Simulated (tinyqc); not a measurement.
# Pelgrom slope, floor and doping from two device sizes

Problem. s^2 = A^2/(L W) + s0^2, with s0 independent of size and A = (q/Cox) sqrt(Na Wd/3) from random dopants alone, Cox = 3.9 eps0/ti. Find A, s0 and Na.

Values chosen for this exercise: oxide-equivalent thickness in inversion ti = 1.7 nm.

Constants: q = 1.602176634e-19 C, eps0 = 8.8541878128e-14 F/cm where lengths are in cm. Results are converted to the units shown.

s for gate areas 0.00093 and 0.0084 um^2 (mV): [44.2685912, 14.8273051]
Wd = 15.1271474 nm

Solution. s^2 is linear in 1/area: slope A^2, intercept s0^2.

A = 1.35 mV um
s0 = 1.80 mV
Na = 5.80e18 cm^-3

Computed by the program tinyqc: `OMP_NUM_THREADS=1 python tinyqc.py 2090104 2090105 out.jsonl`, one thread of a shared Intel Xeon 2.30GHz, about 0.02 s for the whole run.
